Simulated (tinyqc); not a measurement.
Inside a calculation. Method: coupled-perturbed Hartree-Fock on RHF in the 6-31g basis, for H4, spin multiplicity 1. One step of it, computed by the program tinyqc.

Task: Coupled step 1. U_ai = -(mu_ai + sum_bj [4 (ai|bj) - (ab|ij) - (aj|bi)] U_bj) / (e_a - e_i); alpha = -4 sum U_ai mu_ai.

uncoupled U:
```
           i1         i2
a3   0.000000   2.663797
a4  -0.856888   0.000000
a5   0.000000  -0.000499
a6   0.043204   0.000000
a7   0.000000  -0.048819
a8   0.021821   0.000000
```

dipole integrals <a|z|i> (bohr):
```
           i1         i2
a3   0.000000  -1.617259
a4   0.733125   0.000000
a5   0.000000   0.000693
a6  -0.067541   0.000000
a7   0.000000   0.084420
a8  -0.039827   0.000000
```

orbital energies (hartree): MO1 -0.567826, MO2 -0.493266, MO3 0.113860, MO4 0.287741, MO5 0.895265, MO6 0.995460, MO7 1.235994, MO8 1.257350

Two-electron integrals over orbitals (pq|rs), unique and non-zero (hartree):
```
(11|11) 0.393592    (21|21) 0.179673    (22|11) 0.384634    (22|22) 0.387736
(31|11) -0.034658   (31|22) -0.006220   (31|31) 0.071550    (32|21) 0.051235
(32|32) 0.058527    (33|11) 0.338427    (33|22) 0.330042    (33|31) -0.021150
(33|33) 0.320793    (41|21) 0.020891    (41|32) -0.040255   (41|41) 0.051211
(42|11) 0.052560    (42|22) 0.031032    (42|31) -0.061139   (42|33) 0.022270
(42|42) 0.062845    (43|21) -0.120011   (43|32) -0.045606   (43|41) -0.000368
(43|43) 0.102870    (44|11) 0.330471    (44|22) 0.325403    (44|31) -0.017445
(44|33) 0.306194    (44|42) 0.025523    (44|44) 0.306544    (51|11) 0.065807
(51|22) 0.070420    (51|31) 0.003932    (51|33) 0.038526    (51|42) 0.011317
(51|44) 0.041763    (51|51) 0.046412    (52|21) 0.068612    (52|32) 0.015766
(52|41) 0.013375    (52|43) -0.034313   (52|52) 0.051509    (53|11) 0.022177
(53|22) 0.023364    (53|31) 0.003365    (53|33) 0.019521    (53|42) -0.003140
(53|44) 0.006067    (53|51) 0.007557    (53|53) 0.022441    (54|21) 0.032369
(54|32) -0.000883   (54|41) 0.013601    (54|43) -0.028937   (54|52) 0.008680
(54|54) 0.025587    (55|11) 0.350802    (55|22) 0.350750    (55|31) -0.010423
(55|33) 0.308428    (55|42) 0.028310    (55|44) 0.302020    (55|51) 0.060620
(55|53) 0.022614    (55|55) 0.332114    (61|21) 0.048476    (61|32) 0.029373
(61|41) -0.009369   (61|43) -0.025648   (61|52) 0.040730    (61|54) -0.002643
(61|61) 0.041823    (62|11) 0.051826    (62|22) 0.064240    (62|31) 0.027518
(62|33) 0.037556    (62|42) -0.014821   (62|44) 0.031247    (62|51) 0.042298
(62|53) 0.020460    (62|55) 0.056574    (62|62) 0.055650    (63|21) 0.044137
(63|32) 0.022652    (63|41) -0.004399   (63|43) -0.022706   (63|52) 0.030144
(63|54) -0.009828   (63|61) 0.031709    (63|63) 0.032010    (64|11) -0.033076
(64|22) -0.034024   (64|31) -0.000638   (64|33) -0.024905   (64|42) -0.002539
(64|44) -0.016294   (64|51) -0.012167   (64|53) -0.017876   (64|55) -0.029614
(64|62) -0.019629   (64|64) 0.017879    (65|21) 0.149160    (65|32) 0.070048
(65|41) -0.011288   (65|43) -0.105946   (65|52) 0.059297    (65|54) 0.015633
(65|61) 0.056077    (65|63) 0.050172    (65|65) 0.155646    (66|11) 0.340294
(66|22) 0.357797    (66|31) 0.035647    (66|33) 0.308191    (66|42) -0.013382
(66|44) 0.294099    (66|51) 0.066659    (66|53) 0.039476    (66|55) 0.337403
(66|62) 0.087217    (66|64) -0.042229   (66|66) 0.388046    (71|11) 0.019370
(71|22) 0.005903    (71|31) -0.039068   (71|33) 0.001859    (71|42) 0.041465
(71|44) 0.018741    (71|51) 0.006512    (71|53) -0.024277   (71|55) 0.003955
(71|62) -0.023252   (71|64) 0.014959    (71|66) -0.038838   (71|71) 0.052126
(72|21) -0.003092   (72|32) -0.039609   (72|41) 0.039549    (72|43) 0.002330
(72|52) -0.005141   (72|54) 0.025886    (72|61) -0.025495   (72|63) -0.026546
(72|65) -0.034861   (72|72) 0.053945    (73|11) -0.061801   (73|22) -0.067956
(73|31) -0.008371   (73|33) -0.037839   (73|42) -0.006110   (73|44) -0.040167
(73|51) -0.040365   (73|53) -0.008094   (73|55) -0.057181   (73|62) -0.038721
(73|64) 0.014883    (73|66) -0.068324   (73|71) -0.001830   (73|73) 0.040473
(74|21) 0.067641    (74|32) -0.000276   (74|41) 0.029344    (74|43) -0.034202
(74|52) 0.044095    (74|54) 0.014616    (74|61) 0.026370    (74|63) 0.021496
(74|65) 0.045160    (74|72) 0.013844    (74|74) 0.050525    (75|11) 0.036227
(75|22) 0.009582    (75|31) -0.071359   (75|33) 0.014726    (75|42) 0.066964
(75|44) 0.022762    (75|51) -0.001113   (75|53) -0.017092   (75|55) 0.010149
(75|62) -0.036104   (75|64) 0.009514    (75|66) -0.053508   (75|71) 0.059808
(75|73) 0.006882    (75|75) 0.094409    (76|21) -0.093514   (76|32) -0.069211
(76|41) 0.033225    (76|43) 0.069885    (76|52) -0.044418   (76|54) 0.001930
(76|61) -0.054485   (76|63) -0.046507   (76|65) -0.117289   (76|72) 0.052478
(76|74) -0.022183   (76|76) 0.109257    (77|11) 0.394139    (77|22) 0.387520
(77|31) -0.029094   (77|33) 0.339601    (77|42) 0.049335    (77|44) 0.334923
(77|51) 0.084237    (77|53) 0.023026    (77|55) 0.366226    (77|62) 0.070648
(77|64) -0.034420   (77|66) 0.359076    (77|71) 0.021844    (77|73) -0.076826
(77|75) 0.033506    (77|77) 0.424351    (81|21) -0.018010   (81|32) 0.027386
(81|41) -0.035847   (81|43) 0.012576    (81|52) -0.015277   (81|54) -0.026797
(81|61) 0.005084    (81|63) 0.012298    (81|65) 0.010117    (81|72) -0.044402
(81|74) -0.028382   (81|76) -0.027462   (81|81) 0.046989    (82|11) -0.027707
(82|22) -0.014115   (82|31) 0.036938    (82|33) -0.014338   (82|42) -0.037035
(82|44) -0.026361   (82|51) -0.014085   (82|53) 0.018439    (82|55) -0.014098
(82|62) 0.011031    (82|64) -0.011200   (82|66) 0.023319    (82|71) -0.045651
(82|73) 0.007013    (82|75) -0.053315   (82|77) -0.037580   (82|82) 0.045389
(83|21) 0.047493    (83|32) -0.000635   (83|41) 0.021158    (83|43) -0.022303
(83|52) 0.032858    (83|54) 0.009732    (83|61) 0.020613    (83|63) 0.016097
(83|65) 0.032299    (83|72) 0.008303    (83|74) 0.037265    (83|76) -0.017061
(83|81) -0.020041   (83|83) 0.029261    (84|11) -0.080729   (84|22) -0.071117
(84|31) 0.031774    (84|33) -0.047909   (84|42) -0.041298   (84|44) -0.050766
(84|51) -0.039712   (84|53) -0.000281   (84|55) -0.062637   (84|62) -0.020922
(84|64) 0.009205    (84|66) -0.040951   (84|71) -0.031470   (84|73) 0.035553
(84|75) -0.041208   (84|77) -0.095053   (84|82) 0.035160    (84|84) 0.057934
(85|21) -0.039973   (85|32) 0.033374    (85|41) -0.051503   (85|43) 0.018462
(85|52) -0.015987   (85|54) -0.025788   (85|61) 0.010563    (85|63) 0.008067
(85|65) -0.001705   (85|72) -0.049956   (85|74) -0.038075   (85|76) -0.033410
(85|81) 0.046489    (85|83) -0.026146   (85|85) 0.068879    (86|11) -0.004579
(86|22) 0.010100    (86|31) 0.039372    (86|33) 0.005148    (86|42) -0.035801
(86|44) 0.000800    (86|51) 0.013254    (86|53) 0.010380    (86|55) 0.008375
(86|62) 0.031948    (86|64) -0.006420   (86|66) 0.044287    (86|71) -0.030609
(86|73) -0.013110   (86|75) -0.052422   (86|77) 0.005072    (86|82) 0.022378
(86|84) 0.012215    (86|86) 0.035390    (87|21) -0.152330   (87|32) -0.021775
(87|41) -0.040461   (87|43) 0.103843    (87|52) -0.071630   (87|54) -0.043759
(87|61) -0.041731   (87|63) -0.030953   (87|65) -0.118943   (87|72) -0.025987
(87|74) -0.078510   (87|76) 0.061674    (87|81) 0.049736    (87|83) -0.055484
(87|85) 0.066717    (87|87) 0.168425    (88|11) 0.389647    (88|22) 0.371480
(88|31) -0.060267   (88|33) 0.328252    (88|42) 0.078218    (88|44) 0.333947
(88|51) 0.073512    (88|53) 0.004149    (88|55) 0.351305    (88|62) 0.039300
(88|64) -0.021391   (88|66) 0.309622    (88|71) 0.057167    (88|73) -0.065874
(88|75) 0.080628    (88|77) 0.413391    (88|82) -0.064315   (88|84) -0.105970
(88|86) -0.025496   (88|88) 0.435552
```

Give: U after step 1; polarisability.

Result:

U after step 1:
```
         i1       i2
a3   0.0000   3.3617
a4  -1.0934   0.0000
a5   0.0000  -0.0403
a6  -0.0261   0.0000
a7   0.0000   0.0469
a8  -0.0244   0.0000
```

polarisability = 24.9267 bohr^3
